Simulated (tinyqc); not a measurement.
Cluster expansion of a binary alloy: correlations, fit, cross-validation and ground states: one step, computed by the program tinyqc. Command: `OMP_NUM_THREADS=1 python tinyqc.py 3022665 3022666 out.jsonl clex walk`. One thread of a shared host (Intel(R) Xeon(R) Processor @ 2.30GHz), about 0.09 s of CPU time with the checks.

s = +1 for A and -1 for B. Energy per site E = J0 + J1 P(point) + sum over clusters of m V P, with P the mean product of spins; V > 0 on a pair favours unlike neighbours. Clusters per site m: pair 1 2, pair 2 2, pair 3 2, triplet 4; the triplet is two first-neighbour bonds at a right angle. Formation energies are counted from the line between pure A and pure B, which removes J0 and J1.

Task: Formation energies. Exact: X V with V = (V1, V2, V3, Vt). The data to fit add the noise amplitude times the normal numbers, standing for what the clusters leave out.

Inputs (values chosen for the exercise, for a model alloy):
```
quantity                    value      unit
first-pair interaction V1    16.9       meV
second-pair interaction V2    2.6       meV
third-pair interaction V3    0.89       meV
triplet interaction Vt        1.4       meV
noise amplitude               4.1  meV/site
```

Lattice: square.

X:
```
                      pair 1     pair 2     pair 3    triplet
A                   0.000000   0.000000   0.000000   0.000000
A3B p(2x2)         -2.000000  -2.000000   0.000000  -4.000000
A3B c(4x2)         -2.000000  -2.000000  -1.000000  -4.000000
A2B diagonal rows  -2.666667  -1.333333  -2.666667  -2.666667
A2B rows           -1.333333  -2.666667  -1.333333   0.000000
AB c(2x2)          -4.000000   0.000000   0.000000   0.000000
AB p(2x1)          -2.000000  -4.000000   0.000000   0.000000
A2B2 rows          -1.000000  -2.000000  -2.000000   0.000000
AB2 diagonal rows  -2.666667  -1.333333  -2.666667   2.666667
AB2 rows           -1.333333  -2.666667  -1.333333   0.000000
AB3 p(2x2)         -2.000000  -2.000000   0.000000   4.000000
AB3 c(4x2)         -2.000000  -2.000000  -1.000000   4.000000
B                   0.000000   0.000000   0.000000   0.000000
```

standard normal numbers for the noise (0 for the pure ends): A 0.000, A3B p(2x2) -0.562, A3B c(4x2) -0.625, A2B diagonal rows -0.699, A2B rows -0.063, AB c(2x2) 1.642, AB p(2x1) -0.152, A2B2 rows -1.160, AB2 diagonal rows 1.446, AB2 rows -1.940, AB3 p(2x2) 0.836, AB3 c(4x2) -0.898, B 0.000

Give: exact energies; data.

Result:

exact energies (meV/site): A 0.00, A3B p(2x2) -44.60, A3B c(4x2) -45.49, A2B diagonal rows -54.64, A2B rows -30.65, AB c(2x2) -67.60, AB p(2x1) -44.20, A2B2 rows -23.88, AB2 diagonal rows -47.17, AB2 rows -30.65, AB3 p(2x2) -33.40, AB3 c(4x2) -34.29, B 0.00

data (meV/site): A 0.00, A3B p(2x2) -46.90, A3B c(4x2) -48.05, A2B diagonal rows -57.51, A2B rows -30.91, AB c(2x2) -60.87, AB p(2x1) -44.82, A2B2 rows -28.64, AB2 diagonal rows -41.24, AB2 rows -38.61, AB3 p(2x2) -29.97, AB3 c(4x2) -37.97, B 0.00
